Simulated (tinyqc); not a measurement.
From single traps to 1/f noise.

7 half-filled traps with time constants tau_j = 1e-7 s times 10^(1 j), j = 0..6, each shift the threshold by a = 4.97 uV when filled and give the Lorentzian a^2 tau/(1 + (2 pi f tau)^2). For time constants spread evenly in ln tau the sum tends to a^2/(4 f ln(10^1)). slope = d ln S/d ln f.

Result of one run:
```
f (Hz),S (uV^2/Hz),1/f limit (uV^2/Hz),slope,j of the largest term
1e8,6.950e-10,2.682e-8,-2.000,0
```

What becomes of these results when the noise frequency f is changed from 1e8 to 0.1 Hz, all else the same?

Result of the changed run:
```
f (Hz),S (uV^2/Hz),1/f limit (uV^2/Hz),slope,j of the largest term
0.1,2.735,26.82,-0.007083,6
```

The whole series:
```
f (Hz),S (uV^2/Hz),1/f limit (uV^2/Hz),slope,j of the largest term
0.01,2.744,268.2,-7.113e-5,6
0.1,2.735,26.82,-0.007083,6
1,2.044,2.682,-0.4913,6
30,0.08778,0.08940,-1.141,5
1000,0.002723,0.002682,-0.8565,3
30000,8.828e-5,8.940e-5,-1.152,2
1e6,2.451e-6,2.682e-6,-0.9515,0
1e7,6.797e-8,2.682e-7,-1.956,0
1e8,6.950e-10,2.682e-8,-2.000,0
```

Below the slowest trap (1/(2 pi tau) = 1.6 Hz) the spectrum is flat, slope 0.00 in the first row; above the fastest (1.6e6 Hz) the slope tends to -2 (-2.00 in the last row). In between, at 30, 1000 and 30000 Hz, the slopes are -1.14, -0.86 and -1.15, and S is 1.5 % above the 1/f limit at 1000 Hz.

Computed by the program tinyqc: `OMP_NUM_THREADS=1 python tinyqc.py 2150037 2150038 out.jsonl`, one thread of a shared Intel Xeon 2.30GHz, about 0.01 s for the whole run.
